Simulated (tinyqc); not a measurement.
One anharmonic mode: perturbation theory, self-consistent phonons and exact levels. Inputs raised by 10 %, one at a time. Computed by tinyqc, a small Python program. Command: `OMP_NUM_THREADS=1 python tinyqc.py 3002291 3002292 out.jsonl scp sens`. One thread of a shared host (Intel(R) Xeon(R) Processor @ 2.30GHz), about 0.08 s of CPU time with the checks.

V(x) = k x^2/2 + b x^4 for one coordinate x of mass M. A constant K > 0 gives hbar Omega = sqrt((hbar^2/u) K/M) with K in eV/angstrom^2 and M in u.

Inputs (values chosen for the exercise, for a model mode):

| quantity | value | unit |
|---|---|---|
| mode mass M | 73.8 | u |
| harmonic constant k | 0.762 | eV/angstrom^2 |
| quartic constant b | 0.85 | eV/angstrom^4 |
| temperature T | 39 | K |
| mixing | 0.5 | - |

Shape: single well.

Constants: hbar^2/u = 4.18015928e-03 eV angstrom^2; k_B = 8.617333262e-05 eV/K.

Method:
- Self-consistent phonon, centred at x = 0: K = k + 12 b <x^2>, <x^2> = (hbar Omega/(2K)) coth(hbar Omega/(2 k_B T)).
- Start at K = |k|; K(new) = K + mixing x (K_out - K), but at least K/20; stop when |K_out - K| < 1e-9 |k| or after 90 steps.
- Its free energy is F = k_B T ln[2 sinh(hbar Omega/(2 k_B T))] + (k - K)<x^2>/2 + 3 b <x^2>^2, an upper bound to the exact one.
- Basis: oscillator states n of the constant |k|, with x = s (a + a+), s^2 = hbar Omega/(2|k|); H = hbar Omega (n + 1/2) + (k - |k|) x^2/2 + b x^4, with exact matrix elements of x^2 and x^4.
- Exact values use 120 basis states: F = -k_B T ln sum exp(-E_n/(k_B T)), and <x^2> is the Boltzmann mean.

Runs:

| input moved | from | to | self-consistent quantum (meV) | self-consistent <x^2> (angstrom^2) | E_1 - E_0 (meV) | exact <x^2> (angstrom^2) |
|---|---|---|---|---|---|---|
| base run | - | - | 6.804 | 0.005429 | 6.749 | 0.005435 |
| mode mass M (u) | 73.8 | 81.18 | 6.483 | 0.005321 | 6.428 | 0.005328 |
| harmonic constant k (eV/angstrom^2) | 0.762 | 0.8382 | 7.100 | 0.005086 | 7.055 | 0.005090 |
| quartic constant b (eV/angstrom^4) | 0.85 | 0.935 | 6.826 | 0.005402 | 6.766 | 0.005409 |
| temperature T (K) | 39 | 42.9 | 6.816 | 0.005716 | 6.749 | 0.005725 |

Exponents ln(y'/y) / ln(x'/x):

| input | self-consistent quantum | self-consistent <x^2> | E_1 - E_0 | exact <x^2> |
|---|---|---|---|---|
| mode mass M | -0.507 | -0.210 | -0.512 | -0.210 |
| harmonic constant k | 0.447 | -0.685 | 0.464 | -0.688 |
| quartic constant b | 0.034 | -0.052 | 0.026 | -0.050 |
| temperature T | 0.019 | 0.542 | 0.000 | 0.545 |

Which inputs matter most for each result?

Among the inputs moved here: self-consistent quantum answers most in size to mode mass M (exponent -0.507), next to harmonic constant k (+0.447). Its exponent -0.507 in mode mass M: the harmonic or classical law. Its exponent +0.019 in temperature T: zero-point motion sets the spread, or the mode is nearly harmonic. Self-consistent <x^2> answers most in size to harmonic constant k (exponent -0.685), next to temperature T (+0.542). E_1 - E_0 answers most in size to mode mass M (exponent -0.512), next to harmonic constant k (+0.464); its exponent is below 0.0005 for temperature T. exact <x^2> answers most in size to harmonic constant k (exponent -0.688), next to temperature T (+0.545).
